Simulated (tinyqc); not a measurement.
Photoconductance decay in a wafer: bulk and surface recombination modes, and iron detection by pair splitting: one step, computed by the program tinyqc.

Both faces of the wafer have the same S; injection is low and all coefficients are constant. x runs from -W/2 to W/2.

Problem. Effective lifetime. Even modes cos(a x) obey b tan b = S W/(2 D) with b = a W/2, odd modes sin(a x) obey -b cot b = S W/(2 D); each decays at the rate 1/tau_b + D a^2. tau_eff is the decay time of the first mode. The surface time is 1/(D a^2) of that mode; shortcuts for it are W/(2 S), W^2/(pi^2 D) and their sum, whose error is sum/surface time - 1.

Inputs (values chosen for the exercise, modelled on p-type silicon):
```
quantity,value,unit
thickness W,300,micrometre
diffusivity D,32.7,cm^2/s
bulk lifetime tau_b without iron,960,microsecond
surface recombination velocity S,6.9,cm/s
```

Give: tau_eff; surface time; W/(2 S); W^2/(pi^2 D); error of the sum; tau_eff/tau_b.

Solution.

tau_eff = 666.1 microsecond

surface time = 2176 microsecond

W/(2 S) = 2174 microsecond

W^2/(pi^2 D) = 2.789 microsecond

error of the sum = 0.02273 %

tau_eff/tau_b = 0.6939

The surfaces are slow against diffusion, so W/(2 S) is the larger part. tau_eff is only 0.69 of tau_b, so it understates the bulk lifetime.
